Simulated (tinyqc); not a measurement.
Which lattice a d-band metal prefers: Slater-Koster d bands of an fcc metal.

Slater-Koster d bands. For a bond with direction cosines (l, m, n) the 5 x 5 block is dds Ps + ddp Pp + ddd (1 - Ps - Pp), the projectors on sigma, pi and delta states about the bond; for instance <xy|xy> = 3 l^2 m^2 dds + (l^2 + m^2 - 4 l^2 m^2) ddp + (n^2 + l^2 m^2) ddd, <xy|yz> = 3 l m^2 n dds + l n (1 - 4 m^2) ddp + l n (m^2 - 1) ddd and <3z2-r2|3z2-r2> = (n^2 - (l^2 + m^2)/2)^2 dds + 3 n^2 (l^2 + m^2) ddp + (3/4)(l^2 + m^2)^2 ddd. H(k) sums the blocks times cos(k.R) over the neighbours; the d level is the zero of energy; k in 2 pi/a.

Mesh: k = f1 b1 + f2 b2 + f3 b3 with fractions (j + 1/2)/N, j = 0 to N - 1, and b = (-1,1,1), (1,-1,1), (1,1,-1) for fcc, (0,1,1), (1,0,1), (1,1,0) for bcc, unit vectors for simple cubic. The lowest Nd/10 of all levels are filled with two electrons each; the bond energy is their sum per atom.

Inputs chosen for the exercise (of the size met in Ni; shifted at random, so the results belong to these values and not to a real crystal): dds = -0.46 eV (dd sigma); ddp = 0.212 eV (dd pi); ddd = -0.074 eV (dd delta); f2 = 0.487 (factor for second neighbours in bcc); N = 10 (mesh).

fcc has twelve neighbours, bcc eight and six (the six times f2), simple cubic six. The integrals of bcc and sc are scaled so that all three have the second moment of fcc, which stands for equal repulsion (structural energy difference theorem). s and p electrons are left out.

Bond energy per atom:

| Nd | fcc (eV) | bcc - fcc (meV) | sc - fcc (meV) |
|---|---|---|---|
| 1 | -1.363 | 89 | -158 |
| 2 | -2.367 | 45 | -74 |
| 3 | -3.120 | -104 | 81 |
| 4 | -3.643 | -171 | 283 |
| 6 | -3.622 | 161 | 261 |
| 7 | -3.093 | 143 | 54 |
| 8 | -2.325 | 48 | -117 |
| 9 | -1.287 | -62 | -234 |

Give the missing row, Nd = 5.

Computed row:
```
Nd  fcc (eV)  bcc - fcc (meV)  sc - fcc (meV)
5     -3.823               27             361
```

scale factors: bcc 1.1285, sc 1.4142

mu3/mu2^1.5: fcc -0.065, bcc -0.065, sc 0.000

mu4/mu2^2: fcc 1.769, bcc 1.699, sc 2.692

largest change of a difference when N is raised to 14 = 12 meV

fcc is lowest for Nd = 5, 6 and 7. bcc is lowest for Nd = 3 and 4. sc is lowest for Nd = 1, 2, 8 and 9. bcc gains most on fcc at Nd = 4 (-171 meV). A small fourth moment marks a two-peaked band, which tends to favour fillings near one half; bcc has -4 % against fcc, and at Nd = 5 it lies +27 meV from fcc, which the fourth moment alone does not explain (differences of a few tens of meV are within the error of the mesh; hcp is left out, and this d-only model can miss the lattice of the real metal). The third moments, from three-membered rings, skew the bands. That simple cubic wins anywhere comes from keeping d bands and equal second moments alone; no transition metal takes it. Differences below about 12 meV are within the error of this mesh, and the s and p electrons left out weigh most where the d band is nearly empty or full.

tinyqc: `OMP_NUM_THREADS=1 python tinyqc.py 1451030 1451031 out.jsonl`; about 0.03 s, one thread, shared Intel(R) Xeon(R) Processor @ 2.30GHz.
